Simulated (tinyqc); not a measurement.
Schottky barrier on an n-type semiconductor, non-linear Poisson equation by Newton steps: one step of the calculation.

One dimension, metal at x = 0, donor density C(x) = Nd, uniform. Energies are counted from the electron Fermi level of the semiconductor and the conduction-band edge is Ec = -psi, so n = Nc exp(psi/Vt); holes follow the Fermi level of the metal, at -V, so p = Nv exp((V - psi - Eg)/Vt). Ends: psi(0) = V - phiB and psi = Vt ln(Nd/Nc) deep inside. Boltzmann statistics, full ionisation, no current, no image force in the Poisson equation.

Problem. End potentials, built-in voltage, Debye length. psi_0 = V - phiB, psi_b = Vt ln(Nd/Nc), Vbi = phiB - Vt ln(Nc/Nd), LD = sqrt(eps0 eps_r Vt/(q Nd)), W = sqrt(2 eps0 eps_r (Vbi - V)/(q Nd)), hole density at the metal p_0 = Nv exp((phiB - Eg)/Vt).

Parameters, values chosen for the exercise; band and dielectric values close to those of 4H silicon carbide: temperature T = 300 K; band gap Eg = 3.23 eV; relative permittivity eps_r = 9.7; conduction-band density of states at T Nc = 1.73e19 cm^-3; valence-band density of states at T Nv = 2.52e19 cm^-3; donor density deep in the semiconductor Nd = 3.2e16 cm^-3; barrier height phiB = 1.12 eV; bias of the metal against the semiconductor V = 0 V.

Constants: q = 1.602176634e-19 C, kB = 1.380649e-23 J/K, Vt = kB T/q, eps0 = 8.8541878128e-14 F/cm where lengths are in cm. Results are converted to the units shown.

Wanted: psi_0; psi_b; Vbi; LD; W for uniform Nd; p_0.

Solution.

psi_0 = -1.120 V
psi_b = -0.1627 V
Vbi = 0.9573 V
LD = 20.81 nm
W for uniform Nd = 179.1 nm
p_0 = 9.015e-17 cm^-3

The hole density at the metal is 2.8e-33 times Nd, so holes hardly matter.

Numbers from tinyqc (`OMP_NUM_THREADS=1 python tinyqc.py 2020008 2020009 out.jsonl`; about 0.05 s on one thread of a shared Intel Xeon 2.30GHz).
